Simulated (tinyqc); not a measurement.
Rise against time: self-heating of a transistor with one or more fingers, with temperature-dependent conductivity. Computed by tinyqc, a small Python program. Command: `OMP_NUM_THREADS=1 python tinyqc.py 3000743 3000744 out.jsonl selfheat walk`. One thread of a shared host (Intel(R) Xeon(R) Processor @ 2.30GHz), about 0.08 s of CPU time with the checks.

N long parallel fingers lie on the top face of a slab whose bottom is held at T_0; the top is otherwise insulated, and heat flows in two dimensions. P in W/mm is 1000 P in W/m.

Inputs (values chosen for the exercise, modelled on silicon carbide):

| quantity | value | unit |
|---|---|---|
| conductivity at the base temperature kappa_0 | 344 | W/(m K) |
| power per gate width P | 2 | W/mm |
| fingers N | 1 | - |
| finger pitch s | 12 | micrometre |
| width of the heat source w | 0.19 | micrometre |
| substrate thickness t | 220 | micrometre |
| phonon free path Lambda | 170 | nm |
| heat capacity C | 2.13 | 1e6 J/(m^3 K) |
| pulse length | 0.22 | microsecond |

Power: fixed power.

Method:
- A line source of power P on the top face raises the top at distance x by (P/(pi kappa_0)) g(x), g(x) = -ln tanh(pi x/(4 t)) (the image sum for the slab). On a strip of width w the centre sees the mean of g over the strip, g_0 = 1 + ln(8 t/(pi w)) for w much below t.
- theta_i = (P/(pi kappa_0)) [g_0 + sum over j != i of g(|i - j| s)], with equal powers and constant conductivity; thermal resistance = largest theta/P.
- After switching on, theta(tau) = (P D/kappa_0) int_0^tau X(u) Z(u) du at the hottest finger, D = kappa_0/C; X = sum over fingers at distance x of [erf((x + w/2)/r) - erf((x - w/2)/r)]/(2 w), Z = sum_(j=-200..200) (-1)^j exp(-(2 j t/r)^2)/sqrt(pi D u), r = 2 sqrt(D u); trapezoid rule on 300 points evenly spaced in ln u from u_0 = 1e-3 min(tau, w^2/D) to tau, plus the exact piece 2 sqrt(u_0/(pi D))/w below u_0. Conductivity and power are held at their base values here, and Fourier's law is used even where the diffusion length is near a phonon free path.

diffusivity D = 161.502 micrometre^2/microsecond

theta of each finger (K): 16.6355

largest theta = 16.6355 K

Heating curve:

| time (microsecond) | sqrt(D time) (micrometre) | rise (K) | share of the steady rise |
|---|---|---|---|
| 3.00e-04 | 0.22012 | 4.1686 | 0.2506 |
| 0.003 | 0.69607 | 6.2864 | 0.3779 |
| 0.03 | 2.2012 | 8.4157 | 0.5059 |
| 0.3 | 6.9607 | 10.546 | 0.634 |
| 3 | 22.012 | 12.677 | 0.762 |
| 15 | 49.219 | 14.166 | 0.8516 |
| 60 | 98.439 | 15.447 | 0.9285 |
| 180 | 170.50 | 16.32 | 0.981 |
| 450 | 269.58 | 16.611 | 0.9985 |

What follows from these numbers?

Half the steady rise is reached between 0.0030 and 0.030 microseconds, and the last row holds 99.9 % of it; the slowest time constant is 4 t^2/(pi^2 D) = 121 microseconds. While the diffusion length lies between w and the pitch or thickness, the rise grows as the logarithm of time. Caution: the source is narrower than two phonon free paths, so the Fourier result understates the rise at the source.

Extremes, crossings and ranges named in words are read from the listed rows.
